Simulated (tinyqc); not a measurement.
## Gate sheet resistance from two finger widths

Inverse problem. At low frequency R = Rsh Wf/(3 L) + B/Wf, where B collects the channel and vertical terms. Find Rsh, B and the width of lowest R.

Values chosen for this exercise:
- L = 0.9 um (channel length)

input resistance of single fingers, contacted at one end, of width 0.94 and 4.3 um (ohm): 57.493097  26.671576

Solution. R Wf is a straight line in Wf^2; the minimum of R lies where both terms are equal.

Rsh = 9.30 ohm/square
B = 51.0 ohm um
width of lowest R = 3.85 um

Computed by the program tinyqc: `OMP_NUM_THREADS=1 python tinyqc.py 2262080 2262081 out.jsonl`, one thread of a shared Intel Xeon 2.30GHz, about 0.01 s for the whole run.
